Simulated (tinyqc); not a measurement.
Inside a calculation. Model: X-ray photoelectron analysis of a thin oxide on a semiconductor: attenuation lengths, thickness, angle series and band offsets. Computed by tinyqc, a small Python program that keeps every step. Command: `OMP_NUM_THREADS=1 python tinyqc.py 3111704 3111705 out.jsonl xps walk`. One thread of a shared host (Intel(R) Xeon(R) Processor @ 2.30GHz), about 0.01 s of CPU time with the checks. Intermediate numbers are printed to about 5 digits and carried at full precision; extremes and crossings named in words are read from the listed rows.

The same element is seen in the oxide and in the substrate, at nearly the same kinetic energy; films are flat and uniform, and the work function is ignored.

Inputs (values chosen for the exercise, modelled on SiO2 on silicon):
```
quantity                                           value     unit
photon energy                                        650       eV
binding energy of the core level                    99.4       eV
oxide density                                       2.16   g/cm^3
oxide formula mass                                 60.08    g/mol
valence electrons per oxide formula                   16        -
oxide gap                                           8.98       eV
substrate density                                   2.33   g/cm^3
substrate formula mass                             28.09    g/mol
valence electrons per substrate formula                4        -
substrate gap                                       1.12       eV
oxide thickness d                                      1       nm
emission angle from the normal                        55  degrees
attenuation length over inelastic mean free path    0.89        -
carbon overlayer                                    0.78       nm
counts in the two peaks together                  700000        -
valence band offset used to make the data           4.38       eV
core level less valence band top, substrate        98.75       eV
core level less valence band top, thick oxide      98.14       eV
field in the oxide                                  0.71    MV/cm
```

## Inelastic mean free paths

TPP-2M: lambda = E/(E_p^2 [b ln(c E) - C/E + D/E^2]) in angstrom, E_p = 28.8 sqrt(N_v rho/M), b = -0.10 + 0.944/sqrt(E_p^2 + E_g^2) + 0.069 rho^0.1, c = 0.191/sqrt(rho), U = N_v rho/M, C = 1.97 - 0.91 U, D = 53.4 - 20.8 U, with E = photon energy less binding energy in eV. Attenuation length L = factor x lambda.

kinetic energy E = 550.6 eV

Terms:
```
layer      E_p (eV)         b        c  lambda (nm)
oxide        21.843  0.014495  0.12996       1.9424
substrate    16.589  0.031866  0.12513       1.5157
```

L in the oxide = 1.7288 nm

L in the substrate = 1.3490 nm

## Peak ratio

R_0 = (rho_o/M_o) L_o/((rho_s/M_s) L_s); peak ratio R = I_ox/I_sub = R_0 [exp(d/(L_o cos theta)) - 1]; hence d = L_o cos theta ln(1 + R/R_0). A carbon layer weakens both peaks alike, by exp(-d_C/(L_o cos theta)) if its L is taken equal to L_o. This R_0 leaves out intrinsic losses from the substrate peak, so calibrated values can be larger.

R_0 = 0.55546

d/(L_o cos theta) = 1.0085

ratio R = 0.96730

oxide share of the counts = 0.49169

attenuation by carbon = 0.45538

depth 3 L_o cos theta = 2.9748 nm

## Error budget of the thickness

With x = d/(L_o cos theta): d ln d/d ln R = (1 - exp(-x))/x = -d ln d/d ln R_0; counting error of R = 1/sqrt(N f (1 - f)), f the oxide share, which times the sensitivity gives that of d; an angle error adds tan(theta) d theta; d is proportional to L_o at fixed R_0. Assumed errors: 5 % in R_0, 1 degree, 5 % in L_o.

sensitivity to R = 0.62988

counting error of d = 0.15059 %

R_0 = 3.1494 %

angle = 2.4926 %

L_o = 5 %

The attenuation length is the largest of these terms.

## Angle series: uniform film or islands?

Islands: half of the surface carries 2 d and half none, R = R_0 (1/2)(1 - t)/(1/2 + t/2) with t = exp(-2 d/(L_o cos theta)); the apparent thickness is read with the uniform formula.

Against the angle:
```
theta (degrees)  R, uniform  R, islands  apparent d, islands (nm)
0                    0.4351     0.28969                   0.72560
20                   0.4725     0.30441                   0.70989
35                   0.5700     0.33786                   0.67288
45                   0.7032     0.37438                   0.62982
55                   0.9673     0.42500                   0.56345
65                   1.6277     0.48791                   0.46059
75                   4.6358     0.54288                   0.30505
```

A uniform film gives d = 1 nm at every angle. The island film of the same volume reads 0.726 nm at normal emission and 0.305 nm at 75 degrees; its ratio cannot pass R_0, since the bare half always shows the substrate.

## Band offsets by core levels

Valence band offset = (E_core - E_v)(substrate) - (E_core - E_v)(oxide) + (core level separation at the interface, oxide less substrate). The separation is made here from the given offset; a uniform field F that raises the binding energy towards the surface shifts the oxide peak by e F <z>, <z> = d/(1 - exp(-x)) - d/x, x = d/(L_o cos theta), being the mean distance from the interface. Conduction band offset = oxide gap - substrate gap - valence band offset.

separation without field = 3.77 eV

<z> = 0.58265 nm

separation with field = 3.8114 eV

apparent valence band offset = 4.4214 eV

true conduction band offset = 3.48 eV

apparent conduction band offset = 3.4386 eV

The field biases both offsets by 0.041 eV, in opposite directions.

Checks made by the program: thickness recovered (relative difference below 1e-10).
